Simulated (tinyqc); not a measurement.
Minority-electron transport through the base of a bipolar transistor (Moll-Ross and Kroemer integrals): one step, computed by the program tinyqc. Command: `OMP_NUM_THREADS=1 python tinyqc.py 3025827 3025828 out.jsonl base walk`. One thread of a shared host (Intel(R) Xeon(R) Processor @ 2.30GHz), about 0.01 s of CPU time with the checks.

Low injection, one dimension, x from the emitter edge (0) to the collector edge (W), s = x/W. Recombination is treated as a small correction (valid for tau_B well below tau_n), computed from the stored charge.

Task: Profile and built-in field. N(x) = N_0 (ratio)^(-s); n_i(x) = n_i; D(x) = (k_B T/e) mu, mu = mu_min + (mu_max - mu_min)/(1 + (N/N_ref)^0.7). Field that drives electrons towards the collector, averaged over the base: (k_B T/e) ln[N_0 n_i(W)^2/(N(W) n_i^2)]/W.

Inputs (values chosen for the exercise, modelled on InP):

| quantity | value | unit |
|---|---|---|
| base doping at the emitter edge N_0 | 1.4e+19 | 1/cm^3 |
| base width W | 310 | nm |
| mu_min | 610 | cm^2/(V s) |
| mu_max | 4680 | cm^2/(V s) |
| N_ref | 2.2e+17 | 1/cm^3 |
| temperature T | 300 | K |
| doping ratio N_0/N(W) | 7 | - |

Base doping profile: exponential. Gap grading: none. Exit of the base: saturation velocity.

Constants: k_B = 8.617333262e-05 eV/K.

Give: Across the base; drift factor eta (potential drop in k_B T/e); mean built-in field.

Result:

Across the base:

| s | N (1/cm^3) | n_i(x)^2/n_i^2 | D (cm^2/s) | y (s/cm^5) |
|---|---|---|---|---|
| 0.0 | 1.400e+19 | 1 | 21.22 | 6.598e+17 |
| 0.2 | 9.487e+18 | 1 | 22.81 | 4.159e+17 |
| 0.4 | 6.428e+18 | 1 | 24.83 | 2.589e+17 |
| 0.6 | 4.356e+18 | 1 | 27.35 | 1.593e+17 |
| 0.8 | 2.952e+18 | 1 | 30.47 | 9.686e+16 |
| 1.0 | 2.000e+18 | 1 | 34.27 | 5.837e+16 |

drift factor eta (potential drop in k_B T/e) = 1.946

mean built-in field = 1.623 kV/cm
